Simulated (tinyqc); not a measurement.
Biaxial strain splits the top of the valence band: sp3s* tight binding, strained.

sp3s* tight binding, nearest neighbours only: anion (a) at 0, cation (c) at a/4 (1,1,1), orbitals s, px, py, pz, s* on each; k in units of 2 pi/a. With phases e_j = exp(i (pi/2) k.n_j) for n = (1,1,1), (1,-1,-1), (-1,1,-1), (-1,-1,1): g0 = (e1+e2+e3+e4)/4, g1 = (e1+e2-e3-e4)/4, g2 = (e1-e2+e3-e4)/4, g3 = (e1-e2-e3+e4)/4. The diagonal holds the levels Esa, Epa, Exa (s*) and Esc, Epc, Exc. Anion-cation block: <sa|sc> = Vss g0; <sa|xc> = Vsapc g1; <xa|sc> = -Vscpa g1; <xa|xc> = Vxx g0; <xa|yc> = <ya|xc> = Vxy g3, <xa|zc> = <za|xc> = Vxy g2, <ya|zc> = <za|yc> = Vxy g1; <s*a|xc> = Vxapc g1; <xa|s*c> = -Vpaxc g1; y and z take g2 and g3 in place of g1; s-s* and s*-s* vanish.

Strain e moves each bond vector to d = (1 + e) d0 (no internal displacement for the diagonal strains used here) and k is given in fractions of the strained reciprocal cell, so the phases stay. Two-centre values Vss_sigma = Vss/4, Vsp_sigma = sqrt3 V/4 for each s-p and s*-p pair, Vpp_sigma = (Vxx + 2 Vxy)/4, Vpp_pi = (Vxx - Vxy)/4 are scaled by (d0/d)^eta and combined with the new direction cosines; the levels on the diagonal stay.

Values chosen for the exercise (near a published set for Ge, fitted to gaps, whose masses and valley positions are rough; spin-orbit coupling, where it is added without a refit, lifts the valence top and shrinks all gaps by about a third of the splitting; not measured data): Esa = -5.877 eV (s level of the anion); Epa = 1.616 eV (p level of the anion); Esc = -5.877 eV (s level of the cation); Epc = 1.616 eV (p level of the cation); Exa = 6.361 eV (s* level of the anion); Exc = 6.361 eV (s* level of the cation); Vss = -6.733 eV (s-s); Vxx = 1.592 eV (px-px); Vxy = 4.879 eV (px-py); Vsapc = 5.496 eV (s anion, p cation); Vscpa = 5.496 eV (s cation, p anion); Vxapc = 5.281 eV (s* anion, p cation); Vpaxc = 5.281 eV (p anion, s* cation); eta = 2 (scaling exponent); D001 = 0.75 (ratio -ezz/exx).

No spin-orbit coupling; k = 0; exx = eyy = e, ezz = -D001 e. The four bonds keep equal lengths, and the sums over them give Vxx(e) for px and py and Vzz(e) for pz; each level is the lower root of [[Epa, V], [V, Epc]], and the s level the upper root of the s block. The shear potential b follows from E(x,y) - E(z) = 3 b (exx - ezz), taken as the slope between e = -0.005 and 0.005.

Couplings and levels at Gamma (eV):
```
e           ezz  Vxx(e)  Vzz(e)   E(x,y)     E(z)  E(x,y) - E(z) (meV)  upper s level
-0.020   0.0150  1.5011  1.8531   0.1149  -0.2371                352.1         0.9677
-0.005   0.0037  1.5699  1.6560   0.0461  -0.0400                 86.0         0.8840
0.005   -0.0037  1.6136  1.5289   0.0024   0.0871                -84.7         0.8279
0.010   -0.0075  1.6348  1.4666  -0.0188   0.1494               -168.1         0.7998
0.020   -0.0150  1.6757  1.3447  -0.0597   0.2713               -331.0         0.7434
```

Give the missing row, e = -0.010, ezz = 0.0075.

Computed row:
```
e          ezz  Vxx(e)  Vzz(e)  E(x,y)     E(z)  E(x,y) - E(z) (meV)  upper s level
-0.010  0.0075  1.5474  1.7208  0.0686  -0.1048                173.4         0.9120
```

b = -3.253 eV

Under tension in the plane (e > 0) the bonds tilt towards the plane, Vxx grows to 1.6348 and Vzz falls to 1.4666 eV at e = 0.01, and the pz state forms the top of the valence band, by 168.1 meV; under compression (e = -0.01) the px, py pair does, by 173.4 meV. The slope gives b = -3.25 eV, a rough value, since on-site strain terms are left out (measured values lie near -2 eV).

Run: tinyqc, `OMP_NUM_THREADS=1 python tinyqc.py 1481489 1481490 out.jsonl`; Intel(R) Xeon(R) Processor @ 2.30GHz, one thread, shared host; about 0.2 s of CPU time with all checks.
